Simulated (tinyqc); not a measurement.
Octagonal on-chip spiral inductor, lumped pi model: one step of the calculation.

Outer diameter do = di + 2 n wd + 2 (n - 1) sp, mean da = (do + di)/2, fill p = (do - di)/(do + di), length l = 3.314 n da. L = 2.25 mu0 n^2 da/(1 + 3.55 p), mu0 = 4 pi 1e-7 H/m. Rs = rho l/(wd delta (1 - exp(-th/delta))), delta = sqrt(rho/(pi f mu0)). Cs = n wd^2 eps0 eo/hu across the coil. At each end Cox = l wd eps0 eo/(2 ho) leads to the substrate branch Rsi = 2 rs he/(l wd) in parallel with Csi = l wd eps0 11.7/(2 he). With one end grounded Y = 1/(Rs + i w L) + i w Cs + 1/[1/(i w Cox) + 1/(1/Rsi + i w Csi)], w = 2 pi f; Q = -Im Y/Re Y. Eddy currents in neighbouring turns and in the substrate are left out.

Task. Geometry and model elements. do, l, L, delta, Rs, Cs, Cox, Rsi and Csi as defined.

Inputs (values chosen for the exercise); values of the order met in silicon radio-frequency processes: number of turns n = 2.5; line width wd = 20 um; space between turns sp = 3 um; inner diameter di = 60 um; metal thickness th = 3.4 um; metal resistivity rho = 2.2 uohm cm; oxide below the coil ho = 3.6 um; oxide between coil and underpass hu = 1.2 um; relative permittivity of the oxide eo = 3; substrate resistivity rs = 20 ohm cm; effective spreading depth in the substrate he = 30 um; frequency f = 3.1 GHz.

Constants: eps0 = 8.8541878128e-12 F/m. Results are converted to the units shown.

Wanted: do; l; L; delta; Rs; Cs; Cox; Rsi; Csi.

Result.

do = 169.00 um
l = 948.63 um
L = 0.75226 nH
delta = 1.3408 um
Rs = 0.84522 ohm
Cs = 22.135 fF
Cox = 69.995 fF
Rsi = 632.49 ohm
Csi = 32.758 fF

Numbers from tinyqc (`OMP_NUM_THREADS=1 python tinyqc.py 2302126 2302127 out.jsonl`; about 0.01 s on one thread of a shared Intel Xeon 2.30GHz).
